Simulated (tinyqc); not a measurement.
Worked calculation: bound state in one dimension: Numerov shooting, finite differences, DVR. Computed by tinyqc, a small Python program that keeps every step. Settings: points = 48. Command: `OMP_NUM_THREADS=1 python tinyqc.py 27728 27729 out.jsonl` (the two numbers bound the seeds that draw the settings). One thread of a shared host (Intel(R) Xeon(R) Processor @ 2.60GHz), about 0.01 s of CPU time with the checks.

## Numerov steps at E = 0.1

One particle of mass 1 in V = 4.12 (x^2 - 1.31^2)^2 / 1.31^4 (atomic units), psi = 0 at both ends:
```
parameter                 value
left end              -3.400000
right end              3.400000
intervals                    48
h                      0.141667
state sought (nodes)          2
```

k_i = 2 m (E - V_i); (1 + h^2 k_(i+1)/12) y_(i+1) = 2 (1 - 5 h^2 k_i/12) y_i - (1 + h^2 k_(i-1)/12) y_(i-1), from y_0 = 0, y_1 = 0.001.

Points along the way:
```
i           x           V            k            y
0   -3.400000  135.564638  -270.929277     0.000000
1   -3.258333  110.829181  -221.458363     0.001000
2   -3.116667   89.479127  -178.758254     0.008136
3   -2.975000   71.210193  -142.220386     0.052441
4   -2.833333   55.731621  -111.263241     0.275104
5   -2.691667   42.766175   -85.332351     1.192322
16  -1.133333    0.260667    -0.321335  1273.265757
17  -0.991667    0.751037    -1.302073  1493.425945
18  -0.850000    1.381132    -2.562264  1754.309796
19  -0.708333    2.063050    -3.926100  2107.460744
20  -0.566667    2.722410    -5.244820  2629.575787
21  -0.425000    3.298356    -6.396712  3432.913885
```

## Bisection on the node count

With more sign changes than the state has nodes (the last point included) the energy is too high, else too low; the bracket starts as 0.1 to 12.

Trials:
```
trial           E  sign changes  y at the right end   next
1      6.05000000             3           -3.04e+06  lower
2      3.07500000             2            3.90e+08  raise
3      4.56250000             2            1.61e+07  raise
4      5.30625000             3           -1.91e+07  lower
5      4.93437500             3           -1.35e+07  lower
6      4.74843750             3           -2.55e+06  lower
7      4.65546875             2            5.71e+06  raise
8      4.70195313             2            1.33e+06  raise
9      4.72519531             3           -6.66e+05  lower
10     4.71357422             2            3.18e+05  raise
11     4.71938477             3           -1.78e+05  lower
12     4.71647949             2            6.94e+04  raise
13     4.71793213             3           -5.45e+04  lower
14     4.71720581             2            7.38e+03  raise
...           ...           ...                 ...    ...
29     4.71729241             3           -1.72e+00  lower
30     4.71729240             3           -7.73e-01  lower
31     4.71729239             3           -3.01e-01  lower
```

eigenvalue = 4.71729239 hartree

## The same grid by other methods

Three-point finite differences and the sine-DVR kinetic matrix of Colbert and Miller on the same points.

Lowest levels (hartree):
```
state  finite differences       DVR
0                1.936010  1.944609
1                2.071321  2.081239
2                4.696278  4.717559
3                6.118957  6.179763
4                8.400299  8.525316
```
